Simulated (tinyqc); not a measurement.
Avrami exponent and activation energy from three anneals.

Problem. Isothermal crystallisation follows X = 1 - exp(-(k t)^n) with k proportional to exp(-Ec q/(kB T)). Find n, k at both temperatures and Ec.

Constants: q = 1.602176634e-19 C, kB = 1.380649e-23 J/K. Results are converted to the units shown.

X at (399 K, 780 s), (399 K, 1560 s) and (419 K, 35 s): 0.29919902  0.75879917  0.46563194

Answer. -ln(1 - X) = (k t)^n: the two times give n, and the two rates give Ec.

n = 2.000
k at 399 K = 7.644e-4 1/s
k at 419 K = 0.02262 1/s
Ec = 2.440 eV

Numbers from tinyqc (`OMP_NUM_THREADS=1 python tinyqc.py 2490143 2490144 out.jsonl`; about 0.04 s on one thread of a shared Intel Xeon 2.30GHz).
